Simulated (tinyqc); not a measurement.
Saturation velocity and mobility from two gate lengths.

Question. Isat = Cox vsat Vg (x - 1)/(x + 1) per width, x = sqrt(1 + 2 mu Vg/(m vsat L)), with no series resistance and the same overdrive Vg and mu at both lengths. Find vsat and mu.

Parameters, values chosen for the exercise:
- Cox = 1.78 uF/cm^2 (gate capacitance)
- m = 1.45 (body factor)

Vg = 1.23 V
Isat at L = 0.05 and 0.4 um (uA/um): 1220.9577  566.74232

Answer. The ratio of the currents depends on c = 2 mu Vg/(m vsat) alone and falls steadily from L2/L1 to 1 as c grows, so it fixes c; either current then gives vsat.

vsat = 8.800e6 cm/s
mu = 490.0 cm^2/(V s)

Program tinyqc, `OMP_NUM_THREADS=1 python tinyqc.py 2500044 2500045 out.jsonl`; Intel Xeon 2.30GHz, shared host, one thread, about 0.01 s.
